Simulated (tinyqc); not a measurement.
Inside a calculation. Method: plane-wave Kohn-Sham cycle with exchange-only LDA in a layered model solid. Computed by tinyqc, a small Python program that keeps every step. Settings: points = 16, plane-wave index or count = 2, electrons = 2, k points = 3, area = 30.0, mixing = 0.5, iteration cap = 69. Command: `OMP_NUM_THREADS=1 python tinyqc.py 24769 24770 out.jsonl` (the two numbers bound the seeds that draw the settings). One thread of a shared host (Intel(R) Xeon(R) Processor @ 2.60GHz), about 0.01 s of CPU time with the checks. Later iterations appear only in the table of the cycle.

## Iteration 1: potential

A solid whose potential varies along x alone (atomic units):
```
parameter                      value
period a                    9.100000
cross-section of the cell  30.000000
electrons per cell                 2
grid points                       16
plane waves -n..n, n               2
k points                           3
V1 in V1 cos(2 pi x/a)     -0.510000
```

density at the start, on the grid x_j = j a/N (e/bohr^3): [0.007326, 0.007326, 0.007326, 0.007326, 0.007326, 0.007326, 0.007326, 0.007326, 0.007326, 0.007326, 0.007326, 0.007326, 0.007326, 0.007326, 0.007326, 0.007326]

V_H(G) = 4 pi rho(G)/G^2 for G != 0 (uniform background); v_x = -(3 rho/pi)^(1/3); V = V_ext + V_H + v_x; Fourier components f(G_m) = (1/N) sum_j f(x_j) exp(-i G_m x_j).

Potentials on the grid (hartree):
```
x         V_ext     V_H      v_x        V
0.0000  -0.5100  0.0000  -0.1913  -0.7013
0.5687  -0.4712  0.0000  -0.1913  -0.6624
1.1375  -0.3606  0.0000  -0.1913  -0.5519
1.7063  -0.1952  0.0000  -0.1913  -0.3864
2.2750        0  0.0000  -0.1913  -0.1913
2.8438   0.1952  0.0000  -0.1913   0.0039
3.4125   0.3606  0.0000  -0.1913   0.1694
3.9813   0.4712  0.0000  -0.1913   0.2799
4.5500   0.5100  0.0000  -0.1913   0.3187
5.1188   0.4712  0.0000  -0.1913   0.2799
5.6875   0.3606  0.0000  -0.1913   0.1694
6.2562   0.1952  0.0000  -0.1913   0.0039
6.8250        0  0.0000  -0.1913  -0.1913
7.3937  -0.1952  0.0000  -0.1913  -0.3864
7.9625  -0.3606  0.0000  -0.1913  -0.5519
8.5312  -0.4712  0.0000  -0.1913  -0.6624
```

V(G_m), m = 0, 1, 2, ... (hartree): [-0.1913, -0.2550, 0.0000, 0.0000, 0.0000]

## Iteration 1: Hamiltonian at one k

k = 0.0000 2 pi / a

H(m,m') = (k + G_m)^2/2 delta + V(G_m - G_m'), with V(-G) = V(G).

H (hartree), order -2, -1, +0, +1, +2:
$$\begin{pmatrix}
0.7622 & -0.2550 & 0.0000 & 0.0000 & 0.0000 \\
-0.2550 & 0.0471 & -0.2550 & 0.0000 & 0.0000 \\
0.0000 & -0.2550 & -0.1913 & -0.2550 & 0.0000 \\
0.0000 & 0.0000 & -0.2550 & 0.0471 & -0.2550 \\
0.0000 & 0.0000 & 0.0000 & -0.2550 & 0.7622
\end{pmatrix}$$

## Iteration 1: levels at that k

Diagonalise the Hermitian matrix.

eigenvalues (hartree): [-0.4708, -0.0345, 0.2319, 0.8438, 0.8570]

## Iteration 1: new density

Motion across x is left out: the lowest 1 band(s) hold two electrons at each of the k points (j + 1/2)/nk - 1/2. Residual R = rho(out) - rho(in); rho(new) = rho(in) + 0.5 R. rho(out) = 2/(a A nk) sum |psi|^2 with psi = sum c exp(i G x). Harris energy E = band energy - dV sum rho (V_H/2 + v_x) + (3/4) dV sum rho v_x with rho(in), dV = a A/N, band energy = (2/nk) sum of the filled levels.

rho(out) (e/bohr^3): [0.024249, 0.021250, 0.014238, 0.007209, 0.002727, 0.000782, 0.000192, 0.000063, 0.000045, 0.000063, 0.000192, 0.000782, 0.002727, 0.007209, 0.014238, 0.021250]

density after iteration 1 (e/bohr^3): [0.015787, 0.014288, 0.010782, 0.007268, 0.005026, 0.004054, 0.003759, 0.003695, 0.003686, 0.003695, 0.003759, 0.004054, 0.005026, 0.007268, 0.010782, 0.014288]

energy per cell = -0.844311 hartree

## Iteration 2: potential

As before.

Potentials on the grid (hartree):
```
x         V_ext      V_H      v_x        V
0.0000  -0.5100   0.1624  -0.2470  -0.5946
0.5687  -0.4712   0.1457  -0.2390  -0.5644
1.1375  -0.3606   0.1015  -0.2175  -0.4767
1.7063  -0.1952   0.0431  -0.1907  -0.3428
2.2750        0  -0.0154  -0.1687  -0.1841
2.8438   0.1952  -0.0651  -0.1570  -0.0269
3.4125   0.3606  -0.1016  -0.1531   0.1059
3.9813   0.4712  -0.1238  -0.1522   0.1952
4.5500   0.5100  -0.1312  -0.1521   0.2267
5.1188   0.4712  -0.1238  -0.1522   0.1952
5.6875   0.3606  -0.1016  -0.1531   0.1059
6.2562   0.1952  -0.0651  -0.1570  -0.0269
6.8250        0  -0.0154  -0.1687  -0.1841
7.3937  -0.1952   0.0431  -0.1907  -0.3428
7.9625  -0.3606   0.1015  -0.2175  -0.4767
8.5312  -0.4712   0.1457  -0.2390  -0.5644
```

V(G_m), m = 0, 1, 2, ... (hartree): [-0.1847, -0.2057, 0.0001, 0.0003, 0.0003]

## Iteration 2: Hamiltonian at one k

k = 0.0000 2 pi / a

As before.

H (hartree), order -2, -1, +0, +1, +2:
$$\begin{pmatrix}
0.7687 & -0.2057 & 0.0001 & 0.0003 & 0.0003 \\
-0.2057 & 0.0536 & -0.2057 & 0.0001 & 0.0003 \\
0.0001 & -0.2057 & -0.1847 & -0.2057 & 0.0001 \\
0.0003 & 0.0001 & -0.2057 & 0.0536 & -0.2057 \\
0.0003 & 0.0003 & 0.0001 & -0.2057 & 0.7687
\end{pmatrix}$$

## Iteration 2: levels at that k

As before.

eigenvalues (hartree): [-0.3916, -0.0015, 0.1997, 0.8235, 0.8300]

## Iteration 2: new density

As before.

rho(out) (e/bohr^3): [0.023014, 0.020399, 0.014174, 0.007685, 0.003252, 0.001102, 0.000331, 0.000118, 0.000079, 0.000118, 0.000331, 0.001102, 0.003252, 0.007685, 0.014174, 0.020399]

density after iteration 2 (e/bohr^3): [0.019401, 0.017343, 0.012478, 0.007476, 0.004139, 0.002578, 0.002045, 0.001906, 0.001882, 0.001906, 0.002045, 0.002578, 0.004139, 0.007476, 0.012478, 0.017343]

energy per cell = -0.735570 hartree

## Convergence

Stop when sqrt(dV sum R^2) is below 1e-8, dV = a A/N.

Course of the cycle:
```
iteration  E (hartree)  norm of the residual
1            -0.844311              1.41e-01
2            -0.735570              6.35e-02
3            -0.713601              2.78e-02
4            -0.710034              1.22e-02
5            -0.709615              5.50e-03
6            -0.709618              2.57e-03
7            -0.709643              1.25e-03
8            -0.709655              6.28e-04
9            -0.709659              3.23e-04
10           -0.709660              1.69e-04
11           -0.709660              8.91e-05
...                ...                   ...
16           -0.709660              3.71e-06
17           -0.709660              1.96e-06
18           -0.709660              1.03e-06
19           -0.709660              5.41e-07
20           -0.709660              2.84e-07
21           -0.709660              1.49e-07
22           -0.709660              7.79e-08
23           -0.709660              4.07e-08
24           -0.709660              2.12e-08
25           -0.709660              1.11e-08
26           -0.709660              5.76e-09
```

Converged in 26 iterations. Before convergence this energy mixes input and output and is not variational, so it may rise towards its limit.
